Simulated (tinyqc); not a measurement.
Round or elliptic silicon nanowire with anisotropic valleys (Ritz method), step by step. Values are carried at full precision from step to step, so a last printed digit may differ when a step is redone from the rounded ones.

Wire along x = [110] on a (001) wafer, y = [-110], z = [001]. Valley groups (w = inverse masses): A, two valleys along z: w_y = 1/mt, w_z = 1/ml, m_x = mt; B, four valleys in the wafer plane: w_y = (1/ml + 1/mt)/2, w_z = 1/mt, m_x = (ml + mt)/2.

Constants: hbar^2/2m0 = 3.80998211 eV angstrom^2; kB = 8.617333262e-05 eV/K.

Values chosen for the exercise (near those of a Si nanowire; the results hold for these values, not for the real material):
```
symbol  value  unit      meaning
ml      0.912  m0        longitudinal mass
mt      0.192  m0        transverse mass
a       17     angstrom  semi-axis along y
b       32     angstrom  semi-axis along z
group   A                valley group worked out
T       300    K         temperature
```

## Stretching the ellipse

Scaling y by 1/sqrt(w_y) and z by 1/sqrt(w_z) makes the mass 1 and the semi-axes A = a/sqrt(w_y), B = b/sqrt(w_z). List them with the one-function estimate 3c (1/A^2 + 1/B^2) and the slender limit c (pi/2s)^2 (1 + 2s/(pi l)), s and l the smaller and larger of A, B; c = hbar^2/2m0.

Groups:
```
group  g     A      B  axis ratio  one function (eV)  slender limit (eV)
A      2  7.45  30.56       4.102             0.2182              0.1957
B      4  9.57  14.02       1.464             0.1828              0.1471
```

The one-function value suits axis ratios near 1 and the slender limit ratios well above 2.

## Matrices of three even functions

Hard wall on the ellipse (y/a)^2 + (z/b)^2 = 1, c = hbar^2/2m0. With u = y/a, v = z/b the operator is -c [(w_y/a^2) d2/du2 + (w_z/b^2) d2/dv2] on the unit disc. Basis (1 - u^2 - v^2) u^i v^j; S, X and Y are the disc integrals of f f', (df/du)(df'/du) and (df/dv)(df'/dv), from the integral of u^p v^q = 2 Gamma((p+1)/2) Gamma((q+1)/2)/((p + q + 2) Gamma((p+q+2)/2)) for even p, q; H = c (w_y X/a^2 + w_z Y/b^2).

Basis 1, u^2, v^2 times (1 - u^2 - v^2); form S and H for the chosen group.

S, lower triangle:
```
            1       u^2       v^2
1    1.047198
u^2  0.130900  0.039270
v^2  0.130900  0.013090  0.039270
```

H (meV), lower triangle:
```
            1      u^2      v^2
1    228.5285
u^2   38.0881  50.2350
v^2   38.0881   4.7610  16.4192
```

## Lowest level in this basis

Solve H p = E S p for the wire level; give E, the ratios p2/p1 and p3/p1, and H11/S11.

E = 200.9 meV

ratios: -0.21  -1.33

one function = 218.2 meV

The two added functions lower the level by 17.4 meV (8.0 %), mostly by narrowing the state along v, the direction in which the stretched ellipse is long.

## Subbands

Converged values use 21 functions of each parity class (e or o in u, then in v).

The nine lowest levels of all groups and parity classes.

Subbands:
```
group, parity  g  m_x (m0)  E (eV)
B ee           4    0.5520  0.1755
A ee           2    0.1920  0.1996
A eo           2    0.1920  0.2671
A ee           2    0.1920  0.3492
B eo           4    0.5520  0.3635
A eo           2    0.1920  0.4471
B oe           4    0.5520  0.5259
A ee           2    0.1920  0.5621
B ee           4    0.5520  0.6348
```

At 300 K and without degeneracy the populations go as g sqrt(m_x) exp(-E/kB T): among these nine the lowest level holds 89 % and the light transport mass mt 11 % of the electrons. Levels above about 0.3 eV lie beyond parabolic valleys and hard walls.

## Checks

- Circle of radius a with both masses mt against c (2.404826/R)^2/m, eV: both 0.3971.

(tinyqc, `OMP_NUM_THREADS=1 python tinyqc.py 1282351 1282352 out.jsonl`, Intel(R) Xeon(R) Processor @ 2.30GHz, 1 thread, shared host, about 0.06 s.)
